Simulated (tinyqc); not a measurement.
Thermal boundary conductance by the acoustic and diffuse mismatch models: one step, computed by the program tinyqc.

Each side has one longitudinal and two transverse Debye branches, omega = v q up to q_D = (6 pi^2 n)^(1/3), with n counting all atoms. Scattering at the interface is elastic. Electrons are left out of G, also for metals. Melting is ignored. G refers to the temperatures of the phonons sent towards the interface. Linear branches over all atoms overstate G at high T, most for crystals with several atoms a cell.

Task: Cut-off frequencies and impedances. omega_c = v q_D for each branch, given as hbar omega_c/k_B; impedance Z = rho v.

Inputs (values chosen for the exercise, modelled on lead (side 1) and silica (side 2)):
```
quantity                    value    unit
density rho_1                  11  g/cm^3
longitudinal velocity vL_1   2320     m/s
transverse velocity vT_1      981     m/s
atom density n_1             33.3  1/nm^3
density rho_2                 2.2  g/cm^3
longitudinal velocity vL_2   5970     m/s
transverse velocity vT_2     3690     m/s
atom density n_2             67.8  1/nm^3
```

Structure: superlattice.

Constants: hbar = 1.054571817e-34 J s; k_B = 1.380649e-23 J/K.

Give: Branches.

Result:

Branches:
```
branch     v (m/s)  cut-off (K)  Z (1e6 kg/(m^2 s))
L, side 1     2320        222.2              25.520
T, side 1      981         94.0              10.791
L, side 2     5970        724.8              13.134
T, side 2     3690        448.0               8.118
```
